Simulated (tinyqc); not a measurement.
## Delay unit and parasitic delay from two ring oscillators

Inverse problem. A ring of 11 inverters oscillates at 1/(2 x 11 d), with stage delay d = tau (h + p) for fan-out h. Find tau, p and the delay at fan-out 4.

frequencies of 11-stage ring oscillators with fan-out 1 and 4 (GHz): [4.2129672, 1.4772742]

Solution. d is a straight line in h with slope tau and intercept tau p.

tau = 6.660 ps
p = 0.6200
delay at fan-out 4 = 30.77 ps

Computed by the program tinyqc: `OMP_NUM_THREADS=1 python tinyqc.py 2082005 2082006 out.jsonl`, one thread of a shared Intel Xeon 2.30GHz, about 0.01 s for the whole run.
